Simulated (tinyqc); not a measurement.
# Dopants and charged point defects at anneal temperature: Fermi-level effect, clustering and pairing, step by step

A worked calculation. Computed by tinyqc, a small Python program that keeps every step. Command: `OMP_NUM_THREADS=1 python tinyqc.py 3025893 3025894 out.jsonl pairing walk`. One thread of a shared host (Intel(R) Xeon(R) Processor @ 2.30GHz), about 0.03 s of CPU time with the checks. Intermediate numbers are printed to about 6 digits and carried at full precision; extremes and crossings named in words are read from the listed rows.

Boltzmann statistics and full ionisation of active dopants. Energies are counted from the valence band; the defect (a vacancy or self-interstitial) has five charge states, with all degeneracy factors one.

Inputs (values chosen for the exercise, with bands modelled on silicon):
```
quantity                                         value    unit
gap at 0 K E_g0                                   1.18      eV
Varshni alpha                                 0.000468    eV/K
Varshni beta                                       612       K
electron mass m_e                                 0.32     m_0
valleys M_c                                          6       -
hole mass m_h                                    0.842     m_0
anneal temperature T                               990       K
total dopant density N                         1.4e+19   cm^-3
formation enthalpy of the neutral defect H_f      2.83      eV
formation entropy S_f                              2.1     k_B
site density N_s                               3.2e+22   cm^-3
intrinsic dopant diffusivity D_i               8.8e-15  cm^2/s
anneal time t                                       20       s
dopant atoms per cluster k                           3       -
cluster binding energy E_b                        1.21      eV
```

Dopant: donor. Second part: clustering of the dopant.

defect levels as fractions of E_g(T): (2+/+), (+/0), (0/-), (-/2-): 0.19  0.057  0.59  0.67

Constants: m_0 = 9.1093837015e-31 kg; k_B = 1.380649e-23 J/K; h = 6.62607015e-34 J s; k_B = 8.617333262e-05 eV/K.

## The host at the anneal temperature

E_g = E_g0 - alpha T^2/(T + beta). N_c = 2 M_c (2 pi m_e k_B T/h^2)^(3/2) and N_v = 2 (2 pi m_h k_B T/h^2)^(3/2), masses in units of m_0. n_i = sqrt(N_c N_v) exp(-E_g/2 k_B T); E_i = E_g/2 + (k_B T/2) ln(N_v/N_c).

E_g = 0.893679 eV

k_B T = 0.0853116 eV

n_i = 7.32060e+17 cm^-3

E_i = 0.432312 eV

effective density of states N_b of the majority band = 1.63388e+20 cm^-3

## Active and clustered dopant

n = A/2 + sqrt(A^2/4 + n_i^2) for an active density A. k ionised dopants and k carriers form one neutral cluster: C = N_s (A/N_s)^k (n/N_b)^k exp(E_b/k_B T), N_b the effective density of states of the majority band, and N = A + k C (60 bisections in ln A between ln N - 90 and ln N).

active density A = 1.39927e+19 cm^-3

clusters C = 2.44751e+15 cm^-3

active share = 0.999476

Nearly all the dopant is active.

## Carrier density and Fermi level

chi = n/n_i (for acceptors n_i/p); E_F = E_i + k_B T ln chi; field enhancement h = 1 + A/sqrt(A^2 + 4 n_i^2).

n = 1.40309e+19 cm^-3

chi = 19.1663

E_F = 0.684250 eV

field enhancement h = 1.99457

The doping is 19.1 n_i: extrinsic conditions.

## Charged defects

C_0 = N_s exp(S_f/k_B) exp(-H_f/k_B T). Ratios to the neutral state at E_F = E_i: r_+ = exp((E(+/0) - E_i)/k_B T), r_2+ = r_+ exp((E(2+/+) - E_i)/k_B T), r_- = exp((E_i - E(0/-))/k_B T), r_2- = r_- exp((E_i - E(-/2-))/k_B T); at other E_F state q scales as chi^(-q). The enhancement is sum r_q chi^(-q)/sum r_q. The charge on the defects is left out of neutrality.

neutral defects C_0 = 1.02454e+09 cm^-3

Charge states:
```
state      ratio r  intrinsic (cm^-3)  doped (cm^-3)
2+     5.27451e-04        5.40396e+05    1.47108e+03
+      1.14434e-02        1.17242e+07    6.11711e+05
0      1.00000e+00        1.02454e+09    1.02454e+09
-      3.28546e-01        3.36610e+08    6.45154e+09
2-     4.66916e-02        4.78375e+07    1.75729e+10
```

all defects, doped = 2.50496e+10 cm^-3

enhancement over intrinsic = 17.6250

mean charge = -1.66057 e

Doping leaves the neutral state alone and multiplies the total by 17.6; the most common state is 2- (in intrinsic material 0).

## Dopant diffusivity

If every charge state of the defect carries the dopant equally well, D = D_i x enhancement x h x (active share A/N, a rough stand-in that overstates the dA/dN which immobile clusters call for), D_i being an input held fixed when T or H_f is moved; diffusion length 2 sqrt(D t).

effective diffusivity D = 3.09195e-13 cm^2/s

D/D_i = 35.1358

diffusion length = 49.7349 nm

## Against doping

chi = n/n_i; h = 1 + A/sqrt(A^2 + 4 n_i^2); the dopant diffusivity over its intrinsic value is D/D_i = enhancement x h x A/N, if every charge state carries the dopant equally well.

Trend at the anneal temperature:
```
N (cm^-3)  active A (cm^-3)      chi  defect enhancement  mean charge    D/D_i
2.20e+16        2.20000e+16   1.0151               1.004     -0.29959    1.020
6.10e+16        6.10000e+16   1.0425               1.013     -0.30758    1.055
1.70e+17        1.70000e+17   1.1228               1.037     -0.33065    1.156
4.60e+17        4.60000e+17   1.3624               1.112     -0.39662    1.446
1.30e+18        1.30000e+18   2.2252               1.418     -0.60386    2.360
3.50e+18        3.50000e+18   4.9818               2.738     -1.04058    5.263
9.60e+18        9.59923e+18  13.1884               9.699     -1.52913   19.286
2.70e+19        2.66515e+19  36.4336              54.029     -1.81359  106.582
7.30e+19        5.25516e+19  71.7998             191.243     -1.90354  275.293
```

Well below n_i = 7.32e17 cm^-3 chi and the enhancement are near 1. At any doping d ln(enhancement)/d ln chi equals minus the mean charge, which goes from -0.30 to -1.90 over the rows. Clustering bends A over: its exponent in N falls to 0.68, towards 1/(2k) = 0.167.

## Activation against anneal temperature

The formulas are those given above.

Equilibrium activation:
```
T (K)  n_i (cm^-3)  active A (cm^-3)  clusters C (cm^-3)  active share
590    2.19368e+15       6.12315e+18         2.62562e+18      0.437368
690    1.65840e+16       1.06243e+19         1.12525e+18      0.758876
790    7.81422e+16       1.34300e+19         1.89993e+17      0.959287
890    2.67739e+17       1.39433e+19         1.89081e+16      0.995948
990    7.32060e+17       1.39927e+19         2.44751e+15      0.999476
1090   1.69533e+18       1.39987e+19         4.48557e+14      0.999904
1190   3.46105e+18       1.39997e+19         1.16094e+14      0.999975
```

The active share goes from 0.437 at 590 K to 1.000 at 1190 K, so a layer activated by a hot, short anneal is metastable and deactivates in later, cooler steps if the dopant can move.

Checks made by the program: conservation of the dopant (relative difference below 1e-10); ratios against Boltzmann factors of formation energies at E_F (relative difference below 1e-10).
